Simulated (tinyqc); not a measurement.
From results back to parameters: direct gap of a germanium-like layer under biaxial tension. Five cases, with inputs chosen for the exercise.

Problem. A (001) layer under biaxial tension e_par has ezz = -2 (C12/C11) e_par, Ec = Eg + ac tr(e), E(HH) = -P - Q and E(LH) = -P + (Q - Dso + sqrt(Dso^2 + 2 Dso Q + 9 Q^2))/2 with P = -av tr(e), Q = -b (e_par - ezz). The transition from the light-hole edge is given.

Find: e_par; Ec - E(HH).

Method. Ec - E(LH) falls steadily with tension, so bisection between 0 and 4 % gives the only root; then Ec - E(HH) = Eg + (ac - av) tr(e) + Q.

Case 1.

Values chosen (near those of Ge, gaps at low temperature; shifted at random, so the results belong to these values and not to a real crystal):
- Eg = 0.907 eV (gap at Gamma to the s-like level)
- Dso = 0.289 eV (spin-orbit splitting)
- ac = -8.09 eV (conduction deformation potential)
- av = 1.22 eV (valence hydrostatic potential)
- b = -2.54 eV (tetragonal shear potential)
- C11 = 126.9 GPa
- C12 = 49.1 GPa

Ec - E(LH) = 0.657220 eV

Solution.

e_par = 1.430 %
Ec - E(HH) = 0.8082 eV

Case 2.

Values chosen (near those of Ge, gaps at low temperature; shifted at random, so the results belong to these values and not to a real crystal):
- Eg = 0.901 eV (gap at Gamma to the s-like level)
- Dso = 0.293 eV (spin-orbit splitting)
- ac = -8.12 eV (conduction deformation potential)
- av = 1.24 eV (valence hydrostatic potential)
- b = -2.51 eV (tetragonal shear potential)
- C11 = 128.9 GPa
- C12 = 48.4 GPa

Ec - E(LH) = 0.768500 eV

Solution.

e_par = 0.780 %
Ec - E(HH) = 0.8441 eV

Case 3.

Values chosen (near those of Ge, gaps at low temperature; shifted at random, so the results belong to these values and not to a real crystal):
- Eg = 0.891 eV (gap at Gamma to the s-like level)
- Dso = 0.29 eV (spin-orbit splitting)
- ac = -8.28 eV (conduction deformation potential)
- av = 1.25 eV (valence hydrostatic potential)
- b = -2.53 eV (tetragonal shear potential)
- C11 = 130 GPa
- C12 = 49 GPa

Ec - E(LH) = 0.538559 eV

Solution.

e_par = 1.940 %
Ec - E(HH) = 0.7467 eV

Case 4.

Values chosen (near those of Ge, gaps at low temperature; shifted at random, so the results belong to these values and not to a real crystal):
- Eg = 0.911 eV (gap at Gamma to the s-like level)
- Dso = 0.292 eV (spin-orbit splitting)
- ac = -8.4 eV (conduction deformation potential)
- av = 1.23 eV (valence hydrostatic potential)
- b = -2.6 eV (tetragonal shear potential)
- C11 = 127.9 GPa
- C12 = 48.3 GPa

Ec - E(LH) = 0.727961 eV

Solution.

e_par = 1.030 %
Ec - E(HH) = 0.8345 eV

Case 5.

Values chosen (near those of Ge, gaps at low temperature; shifted at random, so the results belong to these values and not to a real crystal):
- Eg = 0.904 eV (gap at Gamma to the s-like level)
- Dso = 0.289 eV (spin-orbit splitting)
- ac = -8.28 eV (conduction deformation potential)
- av = 1.26 eV (valence hydrostatic potential)
- b = -2.51 eV (tetragonal shear potential)
- C11 = 131 GPa
- C12 = 47.6 GPa

Ec - E(LH) = 0.698521 eV

Solution.

e_par = 1.160 %
Ec - E(HH) = 0.8134 eV

Computed by tinyqc, one run a case: `OMP_NUM_THREADS=1 python tinyqc.py N N+1 out.jsonl` with N = 1050535, 1050546, 1050560, 1050582, 1050619; one thread of a shared Intel(R) Xeon(R) Processor @ 2.30GHz, about 0.02 s a run at most.
